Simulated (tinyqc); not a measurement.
Inside a calculation. Model: Zener tunnelling in a reverse-biased junction, two-band WKB.

tinyqc, about 0.02 s, one thread, Intel Xeon 2.30GHz (shared host): `OMP_NUM_THREADS=1 python tinyqc.py 2620153 2620154 out.jsonl` Printed values are rounded.

Abrupt p-n junction, depletion approximation. Energies E are counted from the conduction-band edge of the neutral n side; its Fermi level lies at dn, that of the p side at dn - V, and the valence-band edge of the neutral p side at Em = dn + dp - V. Tunnelling needs 0 < E < Em. Two-band dispersion with equal masses m: inside the gap kappa = sqrt(m u (1 - u/Eg)/C), u the distance from a band edge, C = hbar^2/(2 m0).

Parameters, values chosen for the exercise; band and dielectric values close to those of indium phosphide:
- T = 300 K (temperature)
- Eg = 1.36 eV (band gap)
- eps_r = 12.5 (relative permittivity)
- Nc = 5.69e17 cm^-3 (conduction-band density of states at 300 K)
- Nv = 1.09e19 cm^-3 (valence-band density of states at 300 K)
- m = 0.086 m0 (band-edge mass of the two-band model)
- Na = 3.8e19 cm^-3 (acceptor density)
- Nd = 7e18 cm^-3 (donor density)
- V = -0.78 V (bias of the p side)
- nE = 13 (points of the energy grid)

Constants: q = 1.602176634e-19 C, kB = 1.380649e-23 J/K, hbar = 1.054571817e-34 J s, h = 6.62607015e-34 J s, m0 = 9.1093837015e-31 kg, Vt = kB T/q, eps0 = 8.8541878128e-14 F/cm where lengths are in cm, hbar^2/(2 m0) = 0.0380998212 eV nm^2. Results are converted to the units shown.

Range of the model: Parabolic densities of states, no band tails and no gap narrowing, all of which matter at such doping.

## Fermi levels and built-in voltage

Nd = Nc F12(dn/Vt), Na = Nv F12(dp/Vt), F12(x) = (2/sqrt(pi)) int_0^infinity sqrt(u)/(1 + exp(u - x)) du; dn = EF - Ec on the n side, dp = Ev - EF on the p side (negative outside the bands); Vbi = Eg + dn + dp.

dn = 0.1631151 eV
dp = 0.06274064 eV
Vbi = 1.585856 V

Boltzmann statistics would give dn = 0.0649 eV and dp = 0.0323 eV. At zero bias the bands of the two sides overlap by dn + dp.

## Width, field and exponent

W = sqrt(2 eps0 eps_r (Vbi - V)(1/Na + 1/Nd)/q), mean field F = (Vbi - V)/W, peak field 2 F. In a uniform field F the exponent is S = pi sqrt(m/C) Eg^1.5/(4 F). Transverse energy Et = C kt^2/m raises it to S (1 + 4 Et/Eg), so T = exp(-S) exp(-Et/Eb) with Eb = Eg/(4 S). KJ = (2 q^2/h) m/(4 pi C) (times 1e14 for A/cm^2 per eV^2).

W = 23.51520 nm
mean field = 1.006096 MV/cm
S = 18.60144
exp(-S) = 8.346393e-9
Eb = 18.27816 meV
tunnelling length Eg/F = 13.51759 nm

## Current density on a coarse grid

J = KJ exp(-S) Eb times the integral from 0 to Em of [f(E - dn) - f(E - dn + V)] [1 - exp(-min(E, Em - E)/Eb)] dE, f(x) = 1/(1 + exp(x/Vt)), with S and Eb from the mean field; J > 0 flows from p to n. KJ = (2 q^2/h) m/(4 pi C) (times 1e14 for A/cm^2 per eV^2). Simpson's rule on nE equally spaced points from 0 to Em.

```
point,E (eV),difference of the f,transverse factor
0,0.000000,-0.0018155,0.000000
1,0.083821,-0.0444798,0.989805
2,0.167643,-0.5436714,0.999896
3,0.251464,-0.9682465,0.999999
4,0.335285,-0.9987203,1.000000
5,0.419107,-0.9999499,1.000000
6,0.502928,-0.9999980,1.000000
7,0.586749,-0.9999989,1.000000
8,0.670571,-0.9999736,1.000000
9,0.754392,-0.9993250,0.999999
10,0.838213,-0.9830066,0.999896
11,0.922034,-0.6932669,0.989805
12,1.005856,-0.0811431,0.000000
```

integral = -0.7779008 eV
KJ = 1.391747e9 A/(cm^2 eV^2)
J = -0.1651642 A/cm^2

A converged quadrature gives -0.1645 A/cm^2; this grid is 0.43 % above that in size.
